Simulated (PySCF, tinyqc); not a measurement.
Worked calculation: MP2 on RHF in the 3-21g basis, for H3+, spin multiplicity 1. The lowest restricted solution is unstable here: a spin-polarised one lies 0.0015 hartree lower (PySCF). Computed by tinyqc, a small Python program that keeps every step (integrals from PySCF). Settings: charge = 1, multiplicity = 1, basis = 3-21g, method = RHF, energy threshold = 1e-10, iteration cap = 83, orthogonalisation = canonical, start = atomic densities, DIIS depth = 6. Command: `OMP_NUM_THREADS=1 python tinyqc.py 30185 30186 out.jsonl` (the two numbers bound the seeds that draw the settings). One thread of a shared host (Intel(R) Xeon(R) Processor @ 2.60GHz), about 0.08 s of CPU time with the checks. The early iterations of the SCF are left out here.

## One-electron integrals

Geometry (angstrom):
```
atom        x        y         z
H     0.00000  0.00000   0.00000
H     0.00000  0.00000   1.18900
H     0.00000  1.16800  -0.53500
```

Basis 3-21g: exponents (1/bohr^2) and contraction coefficients of normalised primitives:
```
element  l (shell)  exponent  coefficient
H            s (1)   5.44718      0.15628
H            s (1)   0.82455      0.90469
H            s (2)   0.18319      1.00000
```

Overlap, kinetic and nuclear-attraction integrals over the contracted functions; the nuclear repulsion is the sum of Za Zb / Rab.

nuclear repulsion = 1.1110872 hartree

overlap S, order 1H 1s, 1H 2s, 2H 1s, 2H 2s, 3H 1s, 3H 2s:
```
[[1.00000, 0.64590, 0.10634, 0.30106, 0.07437, 0.26496],
 [0.64590, 1.00000, 0.30106, 0.62976, 0.26496, 0.58283],
 [0.10634, 0.30106, 1.00000, 0.64590, 0.00138, 0.06228],
 [0.30106, 0.62976, 0.64590, 1.00000, 0.06228, 0.24210],
 [0.07437, 0.26496, 0.00138, 0.06228, 1.00000, 0.64590],
 [0.26496, 0.58283, 0.06228, 0.24210, 0.64590, 1.00000]]
```

kinetic energy T (hartree), order 1H 1s, 1H 2s, 2H 1s, 2H 2s, 3H 1s, 3H 2s:
```
[[1.54940, 0.29315, -0.06176, 0.06697, -0.06425, 0.04870],
 [0.29315, 0.27479, 0.06697, 0.11970, 0.04870, 0.10252],
 [-0.06176, 0.06697, 1.54940, 0.29315, -0.00560, -0.01575],
 [0.06697, 0.11970, 0.29315, 0.27479, -0.01575, 0.00362],
 [-0.06425, 0.04870, -0.00560, -0.01575, 1.54940, 0.29315],
 [0.04870, 0.10252, -0.01575, 0.00362, 0.29315, 0.27479]]
```

nuclear attraction V (hartree), order 1H 1s, 1H 2s, 2H 1s, 2H 2s, 3H 1s, 3H 2s:
```
[[-2.57787, -1.33565, -0.22117, -0.62040, -0.14702, -0.53975],
 [-1.33565, -1.50022, -0.58862, -0.94754, -0.50593, -0.86775],
 [-0.22117, -0.58862, -2.42008, -1.23387, -0.00248, -0.11857],
 [-0.62040, -0.94754, -1.23387, -1.35777, -0.11589, -0.36143],
 [-0.14702, -0.50593, -0.00248, -0.11589, -2.38694, -1.21271],
 [-0.53975, -0.86775, -0.11857, -0.36143, -1.21271, -1.33331]]
```

core Hamiltonian H = T + V (hartree), order 1H 1s, 1H 2s, 2H 1s, 2H 2s, 3H 1s, 3H 2s:
```
[[-1.02846, -1.04249, -0.28293, -0.55343, -0.21127, -0.49105],
 [-1.04249, -1.22543, -0.52165, -0.82783, -0.45723, -0.76524],
 [-0.28293, -0.52165, -0.87068, -0.94072, -0.00808, -0.13432],
 [-0.55343, -0.82783, -0.94072, -1.08298, -0.13164, -0.35781],
 [-0.21127, -0.45723, -0.00808, -0.13164, -0.83754, -0.91955],
 [-0.49105, -0.76524, -0.13432, -0.35781, -0.91955, -1.05852]]
```

## Two-electron integrals

Functions are numbered as in S; the eight-fold symmetry (ij|kl) = (ji|kl) = (kl|ij) leaves the list below.

Two-electron integrals (ij|kl) in chemists' order, unique and non-zero (hartree):
```
(11|11) 1.14014    (21|11) 0.61140    (21|21) 0.34515    (22|11) 0.62637
(22|21) 0.38033    (22|22) 0.48296    (31|11) 0.08262    (31|21) 0.04900
(31|22) 0.05832    (31|31) 0.01156    (32|11) 0.15711    (32|21) 0.09871
(32|22) 0.13438    (32|31) 0.02593    (32|32) 0.07442    (33|11) 0.44386
(33|21) 0.28464    (33|22) 0.41029    (33|31) 0.08262    (33|32) 0.27436
(33|33) 1.14014    (41|11) 0.27436    (41|21) 0.15622    (41|22) 0.17464
(41|31) 0.02593    (41|32) 0.05348    (41|33) 0.15711    (41|41) 0.07442
(42|11) 0.34869    (42|21) 0.21464    (42|22) 0.28225    (42|31) 0.04137
(42|32) 0.10625    (42|33) 0.34869    (42|41) 0.10625    (42|42) 0.19154
(43|11) 0.28464    (43|21) 0.18158    (43|22) 0.25940    (43|31) 0.04900
(43|32) 0.15622    (43|33) 0.61140    (43|41) 0.09871    (43|42) 0.21464
(43|43) 0.34515    (44|11) 0.41029    (44|21) 0.25940    (44|22) 0.36770
(44|31) 0.05832    (44|32) 0.17464    (44|33) 0.62637    (44|41) 0.13438
(44|42) 0.28225    (44|43) 0.38033    (44|44) 0.48296    (51|11) 0.05516
(51|21) 0.03303    (51|22) 0.04001    (51|31) 0.00400    (51|32) 0.00858
(51|33) 0.02509    (51|41) 0.01412    (51|42) 0.02078    (51|43) 0.01620
(51|44) 0.02455    (51|51) 0.00564    (52|11) 0.12954    (52|21) 0.08192
(52|22) 0.11369    (52|31) 0.01053    (52|32) 0.02456    (52|33) 0.07406
(52|41) 0.03542    (52|42) 0.05935    (52|43) 0.04782    (52|44) 0.07342
(52|51) 0.01567    (52|52) 0.05758    (53|11) 0.00099    (53|21) 0.00060
(53|22) 0.00074    (53|31) 0.00011    (53|32) 0.00024    (53|33) 0.00070
(53|41) 0.00029    (53|42) 0.00047    (53|43) 0.00044    (53|44) 0.00061
(53|51) 0.00008    (53|52) 0.00021    (53|53) 1.96e-06   (54|11) 0.03227
(54|21) 0.02029    (54|22) 0.02767    (54|31) 0.00275    (54|32) 0.00640
(54|33) 0.01924    (54|41) 0.00899    (54|42) 0.01510    (54|43) 0.01241
(54|44) 0.01890    (54|51) 0.00375    (54|52) 0.01311    (54|53) 0.00006
(54|54) 0.00315    (55|11) 0.41139    (55|21) 0.26462    (55|22) 0.38842
(55|31) 0.03465    (55|32) 0.08326    (55|33) 0.25412    (55|41) 0.11476
(55|42) 0.20179    (55|43) 0.16413    (55|44) 0.25359    (55|51) 0.05516
(55|52) 0.23995    (55|53) 0.00070    (55|54) 0.05264    (55|55) 1.14014
(61|11) 0.23995    (61|21) 0.13682    (61|22) 0.15332    (61|31) 0.01830
(61|32) 0.03723    (61|33) 0.10741    (61|41) 0.06064    (61|42) 0.08398
(61|43) 0.06885    (61|44) 0.10034    (61|51) 0.01567    (61|52) 0.03962
(61|53) 0.00026    (61|54) 0.00974    (61|55) 0.12954    (61|61) 0.05758
(62|11) 0.31651    (62|21) 0.19522    (62|22) 0.25808    (62|31) 0.02750
(62|32) 0.06364    (62|33) 0.19258    (62|41) 0.08704    (62|42) 0.14296
(62|43) 0.12328    (62|44) 0.18226    (62|51) 0.02677    (62|52) 0.08586
(62|53) 0.00044    (62|54) 0.02034    (62|55) 0.31651    (62|61) 0.08586
(62|62) 0.16406    (63|11) 0.03452    (63|21) 0.02154    (63|22) 0.02876
(63|31) 0.00543    (63|32) 0.01484    (63|33) 0.05264    (63|41) 0.01156
(63|42) 0.02210    (63|43) 0.03047    (63|44) 0.03504    (63|51) 0.00200
(63|52) 0.00571    (63|53) 0.00006    (63|54) 0.00151    (63|55) 0.01924
(63|61) 0.00839    (63|62) 0.01438    (63|63) 0.00315    (64|11) 0.12998
(64|21) 0.08026    (64|22) 0.10644    (64|31) 0.01384    (64|32) 0.03419
(64|33) 0.10793    (64|41) 0.03839    (64|42) 0.06751    (64|43) 0.06781
(64|44) 0.09429    (64|51) 0.00986    (64|52) 0.03036    (64|53) 0.00021
(64|54) 0.00770    (64|55) 0.10793    (64|61) 0.03412    (64|62) 0.06324
(64|63) 0.00770    (64|64) 0.02831    (65|11) 0.26462    (65|21) 0.16953
(65|22) 0.24649    (65|31) 0.02237    (65|32) 0.05377    (65|33) 0.16413
(65|41) 0.07375    (65|42) 0.12934    (65|43) 0.10601    (65|44) 0.16352
(65|51) 0.03303    (65|52) 0.13682    (65|53) 0.00044    (65|54) 0.03047
(65|55) 0.61140    (65|61) 0.08192    (65|62) 0.19522    (65|63) 0.01241
(65|64) 0.06781    (65|65) 0.34515    (66|11) 0.38842    (66|21) 0.24649
(66|22) 0.35354    (66|31) 0.03404    (66|32) 0.08260    (66|33) 0.25359
(66|41) 0.10888    (66|42) 0.19216    (66|43) 0.16352    (66|44) 0.24974
(66|51) 0.04001    (66|52) 0.15332    (66|53) 0.00061    (66|54) 0.03504
(66|55) 0.62637    (66|61) 0.11369    (66|62) 0.25808    (66|63) 0.01890
(66|64) 0.09429    (66|65) 0.38033    (66|66) 0.48296
```

## Orthogonalisation

S = U s U^T; canonical form X = U s^(-1/2), so that X^T S X = 1. Each column of U has its largest component positive (the first on a tie).

eigenvalues of S: [0.14766, 0.28249, 0.39829, 0.97669, 1.47580, 2.71907]

X, order 1H 1s, 1H 2s, 2H 1s, 2H 2s, 3H 1s, 3H 2s:
```
[[-0.80448, 0.03546, 0.81053, 0.71241, -0.02881, 0.23132],
 [1.90274, -0.04577, -0.50004, 0.25617, -0.00926, 0.33272],
 [0.36220, 0.82305, 0.72481, -0.47932, -0.42177, 0.18503],
 [-1.13751, -0.99930, -0.52717, -0.20388, -0.34055, 0.27417],
 [0.31221, -0.85693, 0.72928, -0.39527, 0.47794, 0.16788],
 [-0.99099, 1.06123, -0.51830, -0.15217, 0.39293, 0.25685]]
```

## Iteration 7 (converged): orbitals

converged F (hartree), order 1H 1s, 1H 2s, 2H 1s, 2H 2s, 3H 1s, 3H 2s:
```
[[-0.15096, -0.65752, -0.31446, -0.44444, -0.25888, -0.40474],
 [-0.65752, -0.69684, -0.42422, -0.54410, -0.38167, -0.51010],
 [-0.31446, -0.42422, -0.09348, -0.55008, -0.06742, -0.18108],
 [-0.44444, -0.54410, -0.55008, -0.54231, -0.17601, -0.31212],
 [-0.25888, -0.38167, -0.06742, -0.17601, -0.09314, -0.53496],
 [-0.40474, -0.51010, -0.18108, -0.31212, -0.53496, -0.52336]]
```

Diagonalise F' = X^T F X, C = X C', fill 1 alpha and 1 beta electrons from the bottom; D = 2 C_occ C_occ^T. Each column has its largest component positive (the first on a tie).

F' = X^T F X (hartree):
```
[[0.57109, 0.00947, -0.10289, -0.43861, 0.00519, -0.01807],
 [0.00947, 0.75518, 0.00121, -0.01998, -0.26048, -0.00258],
 [-0.10289, 0.00121, 0.80289, -0.03133, 0.00748, -0.02467],
 [-0.43861, -0.01998, -0.03133, 0.15090, -0.00045, -0.02787],
 [0.00519, -0.26048, 0.00748, -0.00045, -0.31278, -0.00081],
 [-0.01807, -0.00258, -0.02467, -0.02787, -0.00081, -0.88387]]
```

orbital energies (hartree): [-0.88581, -0.37304, -0.13095, 0.75441, 0.81545, 0.90334]

coefficients C, order 1H 1s, 1H 2s, 2H 1s, 2H 2s, 3H 1s, 3H 2s:
```
[[0.25165, -0.01851, 0.22625, -0.05013, 0.23191, -1.30235],
 [0.38107, -0.02918, 1.17440, 0.43985, -0.21297, 1.51158],
 [0.18881, -0.23518, -0.14375, 0.74879, 1.04089, 0.14162],
 [0.22596, -0.54622, -0.85028, -0.72108, -0.96315, -0.53211],
 [0.17180, 0.26392, -0.12101, 1.03189, -0.74563, -0.20478],
 [0.22041, 0.63123, -0.70171, -0.98319, 0.82678, -0.17537]]
```

D after iteration 7, order 1H 1s, 1H 2s, 2H 1s, 2H 2s, 3H 1s, 3H 2s:
```
[[0.12665, 0.19179, 0.09503, 0.11372, 0.08646, 0.11093],
 [0.19179, 0.29043, 0.14390, 0.17221, 0.13093, 0.16798],
 [0.09503, 0.14390, 0.07130, 0.08532, 0.06487, 0.08323],
 [0.11372, 0.17221, 0.08532, 0.10211, 0.07764, 0.09961],
 [0.08646, 0.13093, 0.06487, 0.07764, 0.05903, 0.07573],
 [0.11093, 0.16798, 0.08323, 0.09961, 0.07573, 0.09716]]
```

## Convergence

Stop when the energy changes by less than 1e-10 hartree and every element of the error matrix X^T (F D S - S D F) X is below 3e-06.

Course of the cycle:
```
iteration  E (hartree)     change  largest element of the error matrix
1           -0.6866106          -                             7.84e-02
2           -1.1553926  -4.69e-01                             2.91e-02
3           -1.1562423  -8.50e-04                             6.26e-03
4           -1.1562844  -4.21e-05                             2.71e-04
5           -1.1562845  -6.07e-08                             1.25e-05
6           -1.1562845  -2.59e-10                             2.67e-06
7           -1.1562845  -7.27e-12                             1.82e-07
```

PySCF RHF in the same basis = -1.1562845 hartree

Converged in 7 iterations.

## Integrals over molecular orbitals

(pq|rs) = sum C_ip C_jq C_kr C_ls (ij|kl), one index at a time.

one-electron integrals over orbitals h = C^T H C (hartree):
```
[[-1.38156, 0.01305, -0.06054, -0.03526, -0.02475, 0.07604],
 [0.01305, -1.07483, -0.00606, -0.01741, 0.11079, 0.01128],
 [-0.06054, -0.00606, -0.87933, 0.10851, 0.00531, 0.13324],
 [-0.03526, -0.01741, 0.10851, -0.02147, -0.02087, -0.02064],
 [-0.02475, 0.11079, 0.00531, -0.02087, 0.04835, 0.02647],
 [0.07604, 0.01128, 0.13324, -0.02064, 0.02647, -0.04675]]
```

Two-electron integrals over orbitals (pq|rs), unique and non-zero (hartree):
```
(11|11) 0.49576    (21|11) -0.01305   (21|21) 0.11906    (22|11) 0.41043
(22|21) 0.01906    (22|22) 0.44216    (31|11) 0.06054    (31|21) 0.00269
(31|22) -0.03550   (31|31) 0.09631    (32|11) 0.00438    (32|21) -0.09083
(32|22) -0.01417   (32|31) -0.01019   (32|32) 0.08704    (33|11) 0.42235
(33|21) -0.01661   (33|22) 0.36547    (33|31) 0.04675    (33|32) 0.01089
(33|33) 0.39336    (41|11) 0.03526    (41|21) 0.00457    (41|22) 0.06776
(41|31) -0.02847   (41|32) -0.00208   (41|33) 0.02439    (41|41) 0.04606
(42|11) 0.01099    (42|21) 0.07410    (42|22) 0.03234    (42|31) -0.00020
(42|32) -0.05455   (42|33) 0.00430    (42|41) 0.01828    (42|42) 0.09187
(43|11) -0.06849   (43|21) -0.00158   (43|22) -0.06503   (43|31) -0.00215
(43|32) 0.00073    (43|33) -0.04718   (43|41) -0.03380   (43|42) -0.01397
(43|43) 0.03749    (44|11) 0.41097    (44|21) 0.04882    (44|22) 0.45638
(44|31) -0.04322   (44|32) -0.03763   (44|33) 0.35939    (44|41) 0.08964
(44|42) 0.06457    (44|43) -0.08132   (44|44) 0.51655    (51|11) 0.02475
(51|21) -0.04471   (51|22) 0.01016    (51|31) 0.00010    (51|32) 0.03447
(51|33) 0.01978    (51|41) 0.00365    (51|42) -0.05544   (51|43) -0.00741
(51|44) -0.00217   (51|51) 0.04454    (52|11) -0.07775   (52|21) 0.00608
(52|22) -0.09352   (52|31) 0.02243    (52|32) -0.00672   (52|33) -0.05153
(52|41) -0.05412   (52|42) -0.00855   (52|43) 0.04890    (52|44) -0.12126
(52|51) -0.01824   (52|52) 0.07699    (53|11) -0.00260   (53|21) 0.03111
(53|22) -0.00502   (53|31) 0.00931    (53|32) -0.01803   (53|33) -0.00234
(53|41) -0.00559   (53|42) 0.04517    (53|43) 0.00363    (53|44) 0.00318
(53|51) -0.02994   (53|52) 0.01341    (53|53) 0.03317    (54|11) 0.01226
(54|21) -0.14755   (54|22) -0.02136   (54|31) -0.01200   (54|32) 0.12275
(54|33) 0.01766    (54|41) -0.00618   (54|42) -0.11449   (54|43) 0.00246
(54|44) -0.06660   (54|51) 0.07293    (54|52) -0.01270   (54|53) -0.05018
(54|54) 0.21786    (55|11) 0.40582    (55|21) -0.04823   (55|22) 0.42329
(55|31) -0.03934   (55|32) 0.04071    (55|33) 0.36457    (55|41) 0.07816
(55|42) -0.01225   (55|43) -0.07359   (55|44) 0.44619    (55|51) 0.04255
(55|52) -0.11511   (55|53) -0.02896   (55|54) 0.07315    (55|55) 0.47365
(61|11) -0.07604   (61|21) -0.00411   (61|22) -0.01847   (61|31) -0.05281
(61|32) 0.00990    (61|33) -0.05797   (61|41) 0.00631    (61|42) -0.01203
(61|43) 0.01340    (61|44) -0.02093   (61|51) -0.00588   (61|52) 0.00521
(61|53) -0.01589   (61|54) 0.01594    (61|55) -0.01242   (61|61) 0.08275
(62|11) -0.00770   (62|21) 0.00917    (62|22) -0.01632   (62|31) 0.01064
(62|32) -0.00345   (62|33) -0.00526   (62|41) -0.01161   (62|42) 0.00174
(62|43) 0.00797    (62|44) -0.02050   (62|51) -0.00315   (62|52) 0.01403
(62|53) 0.00635    (62|54) -0.00921   (62|55) -0.02479   (62|61) -0.00496
(62|62) 0.00779    (63|11) -0.09303   (63|21) 0.01393    (63|22) -0.03293
(63|31) -0.04514   (63|32) -0.00431   (63|33) -0.06334   (63|41) 0.00313
(63|42) 0.00851    (63|43) 0.01815    (63|44) -0.03119   (63|51) -0.02050
(63|52) 0.01589    (63|53) -0.00279   (63|54) -0.01385   (63|55) -0.03819
(63|61) 0.07417    (63|62) -0.00186   (63|63) 0.07984    (64|11) 0.01347
(64|21) -0.03104   (64|22) -0.00407   (64|31) 0.00875    (64|32) 0.02410
(64|33) 0.01396    (64|41) -0.00160   (64|42) -0.02358   (64|43) -0.00100
(64|44) -0.01447   (64|51) 0.01772    (64|52) -0.00301   (64|53) -0.00891
(64|54) 0.04347    (64|55) 0.01531    (64|61) -0.01349   (64|62) -0.00135
(64|63) -0.01632   (64|64) 0.01398    (65|11) -0.01617   (65|21) -0.00130
(65|22) 0.01888    (65|31) -0.03465   (65|32) 0.00735    (65|33) -0.01234
(65|41) 0.01637    (65|42) -0.00166   (65|43) -0.00473   (65|44) 0.02648
(65|51) 0.00494    (65|52) -0.01690   (65|53) -0.00498   (65|54) 0.00886
(65|55) 0.02612    (65|61) 0.02265    (65|62) -0.00295   (65|63) 0.01894
(65|64) -0.00299   (65|65) 0.01884    (66|11) 0.51642    (66|21) -0.01391
(66|22) 0.34403    (66|31) 0.15410    (66|32) -0.00275   (66|33) 0.45198
(66|41) -0.00199   (66|42) 0.00598    (66|43) -0.06072   (66|44) 0.33610
(66|51) 0.02932    (66|52) -0.04166   (66|53) 0.01202    (66|54) 0.00326
(66|55) 0.34166    (66|61) -0.15359   (66|62) 0.00704    (66|63) -0.15423
(66|64) 0.02926    (66|65) -0.05849   (66|66) 0.69916
```

## Second-order Moller-Plesset energy

Hartree-Fock energy = -1.1562845 hartree

E2 = sum_ijab (ia|jb) [2 (ia|jb) - (ib|ja)] / (e_i + e_j - e_a - e_b) over occupied i, j and virtual a, b; the opposite-spin part is (ia|jb)^2 / denominator, the rest is same-spin, and SCS-MP2 scales them by 6/5 and 1/3.

Terms:
```
i  j  a  b   (ia|jb)   (ib|ja)  denominator       term
1  1  2  2   0.11906   0.11906     -1.02553   -0.01382
1  1  3  3   0.09631   0.09631     -1.50972   -0.00614
1  1  6  6   0.08275   0.08275     -3.57830   -0.00191
1  1  3  6  -0.05281  -0.05281     -2.54401   -0.00110
1  1  6  3  -0.05281  -0.05281     -2.54401   -0.00110
1  1  2  5  -0.04471  -0.04471     -2.21402   -0.00090
1  1  5  2  -0.04471  -0.04471     -2.21402   -0.00090
1  1  4  4   0.04606   0.04606     -3.28044   -0.00065
1  1  5  5   0.04454   0.04454     -3.40252   -0.00058
1  1  3  4  -0.02847  -0.02847     -2.39508   -0.00034
1  1  4  3  -0.02847  -0.02847     -2.39508   -0.00034
1  1  6  4   0.00631   0.00631     -3.42937  -1.16e-05
1  1  4  6   0.00631   0.00631     -3.42937  -1.16e-05
1  1  5  6  -0.00588  -0.00588     -3.49041  -9.90e-06
1  1  6  5  -0.00588  -0.00588     -3.49041  -9.90e-06
1  1  2  4   0.00457   0.00457     -2.15298  -9.68e-06
1  1  4  2   0.00457   0.00457     -2.15298  -9.68e-06
1  1  2  6  -0.00411  -0.00411     -2.30192  -7.34e-06
1  1  6  2  -0.00411  -0.00411     -2.30192  -7.34e-06
1  1  3  2   0.00269   0.00269     -1.26763  -5.70e-06
1  1  2  3   0.00269   0.00269     -1.26763  -5.70e-06
1  1  4  5   0.00365   0.00365     -3.34148  -3.99e-06
1  1  5  4   0.00365   0.00365     -3.34148  -3.99e-06
1  1  3  5   0.00010   0.00010     -2.45612  -4.05e-09
1  1  5  3   0.00010   0.00010     -2.45612  -4.05e-09
```

Pair energies (hartree; pair i-j sums ij and ji):
```
pair  opposite spin  same spin
1-1        -0.02788          0
```

MP2 correlation energy = -0.0278817 hartree

SCS-MP2 correlation energy = -0.0334581 hartree

MP2 total energy = -1.1841662 hartree
